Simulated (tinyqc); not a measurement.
# Trench capacitor in an array: capacitance, non-linearity, leakage and relaxation: several studies

A film between two metal electrodes, each interface adding a series capacitance ci. The small-signal permittivity is ek (1 + aq E^2); the field is found with the linear permittivity. Leakage J = J0 sinh(E/Ef). After a voltage step the film passes a relaxation current kr C V tt^(-nr), tt being the time in seconds. The sidewall is a coaxial capacitor with radii a = dm/2 - t and b = dm/2, depth AR dm; the end face is left out.

Parameters, values chosen for the exercise; permittivity of the order of that of aluminium oxide:

| symbol | value | unit | meaning |
|---|---|---|---|
| ek | 9.66 |  | relative permittivity of the film |
| t | 24 | nm | film thickness |
| ci | 1000 | uF/cm^2 | capacitance of each electrode interface (dead layer and screening) |
| aq | 0.0044 | cm^2/MV^2 | quadratic field coefficient of the permittivity |
| V | 2 | V | bias |
| nr | 0.925 |  | exponent of the relaxation current |
| kr | 0.00039 |  | strength of the relaxation |
| J0 | 4.7e-11 | A/cm^2 | leakage prefactor |
| Ef | 0.42 | MV/cm | field for an e-fold rise of the leakage |
| dm | 260 | nm | diameter of the hole |
| AR | 10 |  | aspect ratio, depth over diameter |
| pt | 570 | nm | pitch of the square array |
| rho | 400 | uohm cm | resistivity of the inner electrode |
| t0 | 2e-8 | s | duration of the write pulse |

Constants: eps0 = 8.8541878128e-14 F/cm where lengths are in cm. Results are converted to the units shown.

Each table varies one quantity; the others keep the values above.

## Capacitance, non-linearity and leakage against thickness

Planar film: Cf = eps0 ek/t, 1/C = 1/Cf + 2/ci, EOT = 3.9 eps0/C, effective permittivity C t/eps0, E = (V/t) C/Cf; quadratic coefficient [C(V)/C - 1]/V^2 with Cf (1 + aq E^2) in C(V).

Result of one run:
```
t (nm)  C (uF/cm^2)  EOT (nm)  effective permittivity  E (MV/cm)  quadratic coefficient (ppm/V^2)  J (A/cm^2)
41          0.20853    16.560                  9.6560    0.48760                           261.42  6.7675e-11
```

What becomes of these results when the film thickness t is changed from 41 to 5.7 nm, all else the same?

Result of the changed run:
```
t (nm)  C (uF/cm^2)  EOT (nm)  effective permittivity  E (MV/cm)  quadratic coefficient (ppm/V^2)  J (A/cm^2)
5.7          1.4961    2.3081                  9.6311     3.4983                            13419   9.7365e-8
```

The whole series:
```
t (nm)  C (uF/cm^2)  EOT (nm)  effective permittivity  E (MV/cm)  quadratic coefficient (ppm/V^2)  J (A/cm^2)
2.6          3.2682    1.0566                  9.5969     7.6420                            63714   0.0018758
3.8          2.2407    1.5411                  9.6167     5.2396                            30047   6.1513e-6
5.7          1.4961    2.3081                  9.6311     3.4983                            13419   9.7365e-8
8.4          1.0162    3.3982                  9.6404     2.3761                           6197.6   6.7305e-9
12          0.71175    4.8516                  9.6462     1.6643                           3042.5   1.2355e-9
18          0.47472    7.2740                  9.6508     1.1101                           1354.2  3.2862e-10
27          0.31658    10.908                  9.6539    0.74027                           602.42  1.3291e-10
41          0.20853    16.560                  9.6560    0.48760                           261.42  6.7675e-11
60          0.14251    24.231                  9.6572    0.33324                           122.12  4.1329e-11
```

C falls from 3.27 to 0.143 uF/cm^2 while the effective permittivity goes from 9.60 to 9.66 (ek = 9.66). EOT is a straight line in t with slope 3.9/ek = 0.404 and intercept 0.00691 nm. The quadratic coefficient goes as t^(-1.98) between the first two rows and t^(-2.00) between the last two (-2 without interfaces), and J falls by 7.66 decades. For t = 2.6, 3.8 direct tunnelling, left out, would add to the leakage.

## Cell against the film thickness

Per length 1/c = ln(b/a)/(2 pi eps0 ek) + (1/a + 1/b)/(2 pi ci); cell capacitance c AR dm; per footprint over pt^2; fields c V/(2 pi eps0 ek r) at r = a and b; resistance of the inner electrode rho AR dm/(pi a^2); time constant R C/3 of the distributed line.

Cell against the film thickness:
```
t (nm)  cell capacitance (fF)  per footprint (uF/cm^2)  field at a (MV/cm)  field at b (MV/cm)  R (kohm)  R C/3 (ps)
8                      21.953                   6.7567              2.5756              2.4171   0.22241      1.6275
11                     15.780                   4.8568              1.8980              1.7374   0.23377      1.2296
15                     11.384                   3.5038              1.4169              1.2534   0.25032     0.94984
20                     8.3570                   2.5722              1.0874             0.92015   0.27359     0.76212
26                     6.2576                   1.9260             0.86124             0.68899   0.30607     0.63841
36                     4.3073                   1.3257             0.65588             0.47425   0.37465     0.53791
48                     3.0310                  0.93292             0.52909             0.33373   0.49233     0.49742
```

As t goes from 8 to 48, the cell capacitance falls from 22.0 to 3.03 fF, the capacitance per footprint falls from 6.76 to 0.933 uF/cm^2, the ratio of the two fields rises from 1.07 to 1.59 and R C/3 falls from 1.63 to 0.497 ps; the time constant goes as t^(-0.88) between the first two rows and t^(-0.27) between the last two.

## Charge lost after writing

Planar film: Cf = eps0 ek/t, 1/C = 1/Cf + 2/ci, EOT = 3.9 eps0/C, effective permittivity C t/eps0, E = (V/t) C/Cf. A capacitor written for t0 and then left open loses, as a share of C V, kr (tt^(1 - nr) - t0^(1 - nr))/(1 - nr) by relaxation and J tt/(C V) by leakage; both are taken as small, and rows far outside that range are left out.

The same in every row: leakage current (nA/cm^2) = 0.16743.

Results:
```
tt (s)  relaxation current (nA/cm^2)  loss by relaxation (%)  loss by leakage (%)  total loss (%)
1e-6                           98560                0.046915            2.3507e-8        0.046915
1e-5                           11714                0.081694            2.3507e-7        0.081694
0.0001                        1392.2                 0.12303            2.3507e-6         0.12303
0.01                          19.665                 0.23054            2.3507e-4         0.23078
0.1                           2.3372                 0.29994            0.0023507         0.30229
1                            0.27778                 0.38241             0.023507         0.40592
10                          0.033014                 0.48043              0.23507         0.71551
100                        0.0039237                 0.59693               2.3507          2.9477
```

Estimate the missing row, tt = 0.001 s.

Computed row:
```
tt (s)  relaxation current (nA/cm^2)  loss by relaxation (%)  loss by leakage (%)  total loss (%)
0.001                         165.46                 0.17216            2.3507e-5         0.17218
```

With this row back in the table: The two currents are equal at tt = 1.73 s. The loss by relaxation grows from 0.0469 to 0.597 %, by 0.0348 points over the first decade and 0.116 over the last, while the loss by leakage grows tenfold a decade. Leakage is the larger loss for tt = 100 s.

tinyqc, about 0.01 s, one thread, Intel Xeon 2.30GHz (shared host): `OMP_NUM_THREADS=1 python tinyqc.py 2102172 2102173 out.jsonl`
